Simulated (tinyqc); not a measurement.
From the diamond lattice to a polar crystal: two-band k.p model of the X valleys of a zinc-blende crystal.

k along the valley axis, counted from X, c = hbar^2/2m0, e = c k^2/ml. H = [[e - D/2, i P k], [-i P k, e + D/2]] with P^2 = D0 c/ml, so E = e -/+ sqrt(D^2/4 + D0 e). For D = 0 (diamond lattice) the bands cross at X.

With x = D/D0: for x < 1 the minima lie at k_m = sqrt(ml D0 (1 - x^2)/(4 c)), the hump at X has the height dE = (D0/4)(1 - x)^2 and the mass at the minimum is ml/(1 - x^2); the mass at X is ml/(1 - 1/x), negative for x < 1. For x > 1 the minimum is at X.

Constants: hbar^2/2m0 = 3.80998211 eV angstrom^2.

Inputs chosen for the exercise (out of a larger set: of the order of those of GaP; not measured data): D0 = 0.461 eV (coupling energy); ml = 0.979 m0 (mass along the axis from remote bands).

D is varied at fixed D0 and ml.

Results:

| x | D (eV) | k_m (1/angstrom) | dE (meV) | mass at the minimum |
|---|---|---|---|---|
| 0.00 | 0.000 | 0.1721 | 115.25 | 0.979 |
| 0.30 | 0.138 | 0.1642 | 56.47 | 1.076 |
| 0.60 | 0.277 | 0.1377 | 18.44 | 1.530 |
| 0.80 | 0.369 | 0.1033 | 4.61 | 2.719 |
| 0.90 | 0.415 | 0.0750 | 1.15 | 5.153 |
| 1.10 | 0.507 | 0.0000 | 0.00 | 10.769 |
| 1.30 | 0.599 | 0.0000 | 0.00 | 4.242 |
| 2.00 | 0.922 | 0.0000 | 0.00 | 1.958 |
| 4.00 | 1.844 | 0.0000 | 0.00 | 1.305 |

At D = 0 the minima lie 0.1721 1/angstrom from X under a cusp of D0/4 = 115 meV, the pattern of silicon. The hump shrinks as (1 - x)^2, faster than k_m, so at x = 0.9 it is only 1.15 meV although k_m is still 44 % of its first value. The mass diverges at x = 1 from both sides (5.15 at 0.9, 10.77 at 1.1), where the band is quartic.

Computed by tinyqc, a small Python program: `OMP_NUM_THREADS=1 python tinyqc.py 1850443 1850444 out.jsonl` (the numbers bound the seed that draws the inputs); one thread of a shared host (Intel(R) Xeon(R) Processor @ 2.30GHz), about 0.01 s for the whole set of steps.
